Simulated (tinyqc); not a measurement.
# Worked calculation: one-sided p+-n junction, ionisation integral and breakdown

Computed by the program tinyqc: `OMP_NUM_THREADS=1 python tinyqc.py 2120126 2120127 out.jsonl`, one thread of a shared Intel Xeon 2.30GHz, about 0.1 s for the whole run. Printed values are rounded.

A p+ layer at x < 0 and an n drift layer from x = 0. Depletion approximation, built-in voltage neglected. Local ionisation coefficients alpha_n = an exp(-(bn/E)^mx), alpha_p = ap exp(-(bp/E)^mx). Electrons move towards +x, holes towards x = 0.

Values chosen for this exercise; material values close to those of 4H silicon carbide:

| symbol | value | unit | meaning |
|---|---|---|---|
| eps_r | 9.69 |  | relative permittivity |
| an | 1.7e8 | 1/cm | prefactor of the electron ionisation coefficient |
| bn | 3.53e7 | V/cm | field constant for electrons |
| ap | 3.17e8 | 1/cm | prefactor of the hole ionisation coefficient |
| bp | 2.53e7 | V/cm | field constant for holes |
| mx | 1 |  | exponent |
| N | 4.3e15 | cm^-3 | donor density of the drift layer |
| V | 3460 | V | reverse voltage |
| fr | 0.4 |  | share of the depleted width that the grid covers |

Constants: q = 1.602176634e-19 C, eps0 = 8.8541878128e-14 F/cm where lengths are in cm. Results are converted to the units shown.

## Field and ionisation coefficients on a grid

W = sqrt(2 eps0 eps_r V/(q N)), peak field E0 = q N W/(eps0 eps_r), falling linearly to 0 at W. Grid: 11 equal steps from 0 to fr W.

W = 29.3562 um
x, point 0 to 11 (um): [0.0000, 1.0675, 2.1350, 3.2025, 4.2700, 5.3375, 6.4050, 7.4725, 8.5400, 9.6075, 10.6750, 11.7425]
E, point 0 to 11 (kV/cm): [2357.25, 2271.53, 2185.82, 2100.10, 2014.38, 1928.66, 1842.94, 1757.23, 1671.51, 1585.79, 1500.07, 1414.35]
alpha_n, point 0 to 11 (1/cm): [53.3168, 30.3002, 16.4732, 8.52132, 4.16746, 1.91260, 0.816414, 0.320721, 0.114479, 0.0365560, 0.0102454, 0.00246117]
alpha_p, point 0 to 11 (1/cm): [6915.92, 4612.70, 2980.33, 1858.19, 1112.89, 636.833, 345.977, 177.100, 84.6367, 37.3452, 15.0073, 5.39979]

## Ionisation integrals by the trapezoid rule

G(x) = integral from 0 to x of (alpha_n - alpha_p); I_n = integral of alpha_n exp(-G) (electrons injected at x = 0), I_p = integral of alpha_p exp(G(end) - G) (holes injected at the far edge); M = 1/(1 - I). All integrals by the trapezoid rule on the grid.

G, point 0 to 11: [0.00000, -0.61088, -1.01366, -1.27058, -1.42848, -1.52155, -1.57386, -1.60172, -1.61567, -1.62217, -1.62496, -1.62605]
alpha_n exp(-G), point 0 to 11 (1/cm): [53.3168, 55.8144, 45.3947, 30.3607, 17.3881, 8.7584, 3.9394, 1.5913, 0.5760, 0.1851, 0.0520, 0.0125]
I_n = 0.0203598
I_p = 0.789549
M_n = 1.02078
M_p = 4.75171

A grid of 1500 steps over the whole width gives I_n = 0.02024 and I_p = 0.8028; the coarse I_n is 0.61 % above and the coarse I_p 1.6 % below those values. Holes multiply more: on this coarse grid M - 1 is 181 times as large for them.

## Breakdown voltage by secant steps

G(x) = integral from 0 to x of (alpha_n - alpha_p); I_n = integral of alpha_n exp(-G) (electrons injected at x = 0), I_p = integral of alpha_p exp(G(end) - G) (holes injected at the far edge); M = 1/(1 - I). Secant steps on ln I_n(V) = 0 with the integrals on a fine grid (1500 steps), from the points V = 3330 and 4000 V; stop when the step is below 1e-7 of V.

Course of the iteration:
```
step    V (V)       I_n  change of V (V)
1        4000  0.273311              279
2     4279.15   1.82144            -88.2
3     4190.91  0.946102             7.46
4     4198.37  0.997880            0.297
5     4198.67   1.00001         -1.10e-3
6     4198.67   1.00000          1.57e-7
```

Breakdown at 4198.7 V, with a peak field of 2597 kV/cm and W = 32.34 um. The integral for holes reaches 1 at the same voltage.
